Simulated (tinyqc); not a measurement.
Inside a calculation: Brillouin zone and empty-lattice bands of the hcp structure. Values are carried at full precision from step to step, so a last printed digit may differ when a step is redone from the rounded ones.

Primitive vectors a1 = a (1,0,0), a2 = a (-1/2, sqrt3/2, 0), a3 = (0,0,c); atoms at 0 and a1/3 + 2 a2/3 + a3/2. Reciprocal vectors obey a_i.b_j = 2 pi delta_ij; k is given in units of 2 pi/a. Empty-lattice levels are c0 (2 pi/a)^2 |k + G|^2, c0 = hbar^2/2m0. Points: M = (1/2, 1/(2 sqrt3), 0), K = (2/3, 0, 0), A = (0, 0, a/2c), L = M + A, H = K + A.

Constants: hbar^2/2m0 = 3.80998211 eV angstrom^2; a0 (Bohr radius) = 0.5291772105 angstrom.

Values chosen for the exercise (lattice near that of Zn; shifted at random, so the results belong to these values and not to a real crystal):
```
symbol  value  unit      meaning
a       2.687  angstrom  lattice constant
ca      1.852            c/a
Z       2                free electrons per atom
V1      0.97   eV        atomic form factor on the shell that bounds the zone
```

## Reciprocal lattice

Give b1, b2, b3, the cell volume, the zone volume (2 pi)^3/V and the energy unit c0 (2 pi/a)^2.

b1, b2, b3 as rows (2 pi/a):
```
        1       2       3
1  1.0000  0.5774  0.0000
2  0.0000  1.1547  0.0000
3  0.0000  0.0000  0.5400
```

cell volume = 31.115 angstrom^3
zone volume = 7.9720 1/angstrom^3
energy unit = 20.8328 eV

## Shells of G and Bragg planes

List the first six shells of G with their number, the structure factor |sum over atoms of exp(i G.tau)|/(atoms per cell), and the distance |G|/2 of the Bragg plane from Gamma.

Shells:
```
|G|^2 ((2 pi/a)^2)  number  structure factor  |G|/2 (2 pi/a)
0.2916                   2            0.0000          0.2700
1.1662                   2            1.0000          0.5400
1.3333                   6            0.5000          0.5774
1.6249                  12            0.8660          0.6374
2.4995                  12            0.5000          0.7905
2.6240                   2            0.0000          0.8099
```

The structure factor vanishes at |G|^2 = 0.292 and 2.624: no first-order gap opens on those planes.

## The free-electron sphere

n = 2 Z/V, kF = (3 pi^2 n)^(1/3), EF = c0 kF^2, rs = (3/(4 pi n))^(1/3)/a0; compare kF with |k| of the points on the zone surface.

n = 0.12855 1/angstrom^3
kF = 0.6677 2 pi/a
EF = 9.288 eV
rs = 2.323

Points:
```
point  |k| (2 pi/a)  kF/|k|  lowest level (eV)  levels below EF
M            0.5774   1.157              6.944                2
K            0.6667   1.002              9.259                3
A            0.2700   2.473              1.518                2
L            0.6374   1.048              8.463                4
H            0.7193   0.928             10.777                0
```

The sphere passes beyond M, K, A and L but not H: electrons spill into higher bands while the corners of the first zone stay empty. Free electrons ignore the d bands of this metal.

## Empty-lattice levels at Gamma, A and K

Give the five lowest values of |k + G|^2 with their degeneracy (spin not counted).

Levels:
```
point  |k + G|^2  degeneracy  E (eV)
Gamma     0.0000           1   0.000
Gamma     0.2916           2   6.074
Gamma     1.1662           2  24.295
Gamma     1.3333           6  27.777
Gamma     1.6249          12  33.851
A         0.0729           2   1.518
A         0.6560           2  13.666
A         1.4062          12  29.296
A         1.8222           2  37.962
A         1.9893          12  41.443
K         0.4444           3   9.259
K         0.7360           6  15.333
K         1.6107           6  33.554
K         1.7778           3  37.036
K         2.0693           6  43.110
```

The lowest level is 2-fold at A and 3-fold at K: as many zones meet there, and these are the lowest sets at these points on which a weak potential acts. On the face A-H-L of hcp the levels stay paired: the structure factor of (0001) vanishes, and without spin-orbit coupling the screw axis with time reversal keeps the pairing to all orders.

## The gap at M

At M two waves k and k - G with G = 2k are degenerate at E0. With V = |V1| x structure factor of G the levels are E0 -/+ V, and the masses normal to the face are 1/(1 -/+ 2 E0/V).

structure factor = 0.5000
E0 = 6.944 eV

levels (eV): 6.459  7.429

masses normal to the face, lower and upper (m0): -0.0362  0.0337

EF of the free sphere, 9.29 eV, lies above the gap: the upper band holds electrons here (EF = c0 (3 pi^2 n)^(2/3) for 4 electrons a cell; its shift by the potential is neglected).

## Checks

- a_i.b_j/(2 pi) against the unit matrix: they agree to 1e-10 or better.

tinyqc: `OMP_NUM_THREADS=1 python tinyqc.py 1850383 1850384 out.jsonl`; about 0.01 s, one thread, shared Intel(R) Xeon(R) Processor @ 2.30GHz.
